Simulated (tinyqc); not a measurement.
From results back to parameters: effective mass of the conduction band from tabulated energies. Four cases, with inputs chosen for the exercise.

Problem. A band follows E (1 + alpha E) = c k^2/m, c = hbar^2/2m0. Its energies at two wave vectors are given.

Constants: hbar^2/2m0 = 3.80998211 eV angstrom^2.
Find: y = c k^2/E; m; alpha.
Method. y = m + m alpha E is a straight line through the two points.

Case 1.

Values chosen (out of a larger set: band of an eight-band Kane model near InSb; not measured data): k12 = (0.0045, 0.012) 1/angstrom (two wave vectors).

energies (meV): 5.47530  35.05979

Solution.

y = c k^2/E (m0): 0.01409  0.01565
m = 0.0138 m0
alpha = 3.81 1/eV

Case 2.

Values chosen (out of a larger set: band of an eight-band Kane model near InP; not measured data): k12 = (0.0273, 0.0728) 1/angstrom (two wave vectors).

energies (meV): 34.59729  218.11830

Solution.

y = c k^2/E (m0): 0.08207  0.09257
m = 0.0801 m0
alpha = 0.71 1/eV

Case 3.

Values chosen (out of a larger set: band of an eight-band Kane model near CdTe; not measured data): k12 = (0.0183, 0.0488) 1/angstrom (two wave vectors).

energies (meV): 13.06808  88.52096

Solution.

y = c k^2/E (m0): 0.09764  0.10250
m = 0.0968 m0
alpha = 0.67 1/eV

Case 4.

Values chosen (out of a larger set: band of an eight-band Kane model near InSb; not measured data): k12 = (0.0063, 0.0168) 1/angstrom (two wave vectors).

energies (meV): 10.58740  62.78456

Solution.

y = c k^2/E (m0): 0.01428  0.01713
m = 0.0137 m0
alpha = 3.98 1/eV

Computed by tinyqc, one run a case: `OMP_NUM_THREADS=1 python tinyqc.py N N+1 out.jsonl` with N = 1881048, 1881061, 1881066, 1881075; one thread of a shared Intel(R) Xeon(R) Processor @ 2.30GHz, about 0.01 s a run at most.
